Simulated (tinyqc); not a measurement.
# Worked calculation: a double barrier with mass mismatch, transfer matrices

Numbers from tinyqc (`OMP_NUM_THREADS=1 python tinyqc.py 2560042 2560043 out.jsonl`; about 0.06 s on one thread of a shared Intel Xeon 2.30GHz). Printed values are rounded.

One electron of energy E comes from the left lead (band edge 0); no transverse momentum. Parabolic bands, masses in units of m0, C = hbar^2/(2 m0); psi and psi'/m are continuous at every interface. Barrier d1, well Lw, barrier d2; the right lead equals the left one.

Inputs (values chosen for the exercise); masses and offsets close to those of GaN wells and AlGaN barriers:
- mL = 0.2 m0 (mass in the left lead)
- U1 = 0.59 eV (barrier height)
- m1 = 0.27 m0 (barrier mass)
- d1 = 1.5 nm (width of the first barrier)
- Lw = 2 nm (well width (edge 0, mass mL))
- d2 = 1.1 nm (width of the second barrier)
- E = 0.198 eV (electron energy)

Constants: q = 1.602176634e-19 C, hbar = 1.054571817e-34 J s, m0 = 9.1093837015e-31 kg, hbar^2/(2 m0) = 0.0380998212 eV nm^2. Results are converted to the units shown.

Range of the model: Masses are held fixed, although real bands cease to be parabolic a few tenths of an eV from their edges (inside a barrier too).

## Wave numbers

k = sqrt(m (E - U)/C) where E > U, K = sqrt(m (U - E)/C) where E < U; v = k/m in the leads.

Layers:
```
   U (eV)  m (m0)  d (nm)  k or K (1/nm)  which
1    0.59    0.27     1.5        1.66672      K
2       0     0.2       2        1.01950      k
3    0.59    0.27     1.1        1.66672      K
```

vL = 5.09749 1/nm
vR = 5.09749 1/nm

## Matrices of the layers

For the pair (psi, psi'/m) a flat layer has M = [[cos kd, (m/k) sin kd], [-(k/m) sin kd, cos kd]] with k = sqrt(m (E - U)/C) above its edge U, and M = [[cosh Kd, (m/K) sinh Kd], [(K/m) sinh Kd, cosh Kd]] with K = sqrt(m (U - E)/C) below it. M12 is in nm, M21 in 1/nm.

M of layer 1:
```
         1         2
1  6.13280  0.980184
2  37.3514   6.13280
```

M of layer 2:
```
           1          2
1  -0.451279   0.175063
2   -4.54891  -0.451279
```

M of layer 3:
```
         1         2
1  3.20748  0.493696
2  18.8130   3.20748
```

## Product of the matrices

The matrix of the later layer stands to the left: M = M_n ... M_2 M_1; det M = 1.

M:
```
          1         2
1  -9.99840  -1.54278
2  -72.5971  -11.3019
```

## Transmission and reflection

The matrix M carries (psi, psi'/m) across the stack, and v = k/m in each lead. psi = 1 + r at the left edge (incident amplitude 1) and t at the right edge. With det M = 1, a = i vR M11 - M21 and b = -vL vR M12 - i vL M22: t = 2 i vL/(a - b), r = -(a + b)/(a - b), T(E) = (vR/vL) |t|^2, R(E) = |r|^2.

t = -0.0861705+0.0258000i
r = -0.229005-0.969260i
T(E) = 0.00809100
R(E) = 0.991909

T(E) + R(E) = 1: the current is conserved.
